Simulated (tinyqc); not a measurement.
# Doping from resistivity

Inverse problem. A uniform, uncompensated and fully ionised sample has rho = 1/(q N mu), mu = m1 + (m2 (T/300 K)^(-bt) - m1)/(1 + (N/Nr)^am). Find N, mu and the diffusion coefficient mu Vt.

Inputs (values chosen for the exercise): temperature T = 300 K; mobility limit at high doping m1 = 3.12 cm^2/(V s); mobility limit at low doping, at 300 K m2 = 171 cm^2/(V s); reference doping of the mobility law Nr = 3.1e17 cm^-3; exponent of the mobility law am = 0.603; temperature exponent of m2 bt = 2.5.

Constants: q = 1.602176634e-19 C, kB = 1.380649e-23 J/K, Vt = kB T/q. Results are converted to the units shown.

resistivity = 0.095281313 ohm cm

Solution. With am below 1 the product N mu rises steadily with N, so one doping matches; it is found by iterating N = 1/(q rho mu(N)).

N = 1.200e18 cm^-3
mu = 54.59 cm^2/(V s)
diffusion coefficient = 1.411 cm^2/s

Numbers from tinyqc (`OMP_NUM_THREADS=1 python tinyqc.py 2110117 2110118 out.jsonl`; about 0.01 s on one thread of a shared Intel Xeon 2.30GHz).
